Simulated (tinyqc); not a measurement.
What each parameter does: two-dimensional electron gas with Rashba and Dresselhaus coupling.

H = c k^2/m + al (ky sx - kx sy) + b1 (kx sx - ky sy) + gam kx ky (kx sy - ky sx), s the Pauli matrices, x = [100], c = hbar^2/2m0, b1 = gam (pi/L)^2 (hard walls). H = c k^2/m + B.s, so E = c k^2/m -/+ |B| and the lower state has its spin along -B.

Constants: hbar^2/2m0 = 3.80998211 eV angstrom^2.

Values chosen for the exercise (of the size met in GaN; not measured data):

| symbol | value | unit | meaning |
|---|---|---|---|
| m | 0.2081 | m0 | mass |
| al | 0.0032 | eV angstrom | Rashba constant |
| gam | 0 | eV angstrom^3 | bulk Dresselhaus constant |
| L | 124 | angstrom | width of the (001) well |
| n | 4.9 | 1e11/cm^2 | sheet density (one subband filled) |

Splittings 2|B| at k0 = sqrt(2 pi n) along [100], [110] and [-110], and E0 = c k0^2/m; 1e11/cm^2 = 1e-5/angstrom^2.

Results for these values:

| case | [100] (meV) | [110] (meV) | [-110] (meV) | E0 (meV) |
|---|---|---|---|---|
| base | 0.1123 | 0.1123 | 0.1123 | 5.64 |

What happens to each result for gam = 3 eV angstrom^3, all else kept?

Answer: [100] rises from 0.1123 to 0.1311; [110] rises from 0.1123 to 0.1637; [-110] falls from 0.1123 to 0.0609; E0 does not change at the printed digits.

The same for each parameter in turn:

| case | [100] (meV) | [110] (meV) | [-110] (meV) | E0 (meV) |
|---|---|---|---|---|
| base | 0.1123 | 0.1123 | 0.1123 | 5.64 |
| m = 0.22891 m0 | 0.1123 | 0.1123 | 0.1123 | 5.12 |
| al = 0.00384 eV angstrom | 0.1348 | 0.1348 | 0.1348 | 5.64 |
| gam = 3 eV angstrom^3 | 0.1311 | 0.1637 | 0.0609 | 5.64 |
| L = 144 angstrom | 0.1123 | 0.1123 | 0.1123 | 5.64 |
| n = 7.35 1e11/cm^2 | 0.1375 | 0.1375 | 0.1375 | 8.46 |

Run: tinyqc, `OMP_NUM_THREADS=1 python tinyqc.py 1451291 1451292 out.jsonl`; Intel(R) Xeon(R) Processor @ 2.30GHz, one thread, shared host; about 0.01 s of CPU time with all checks.
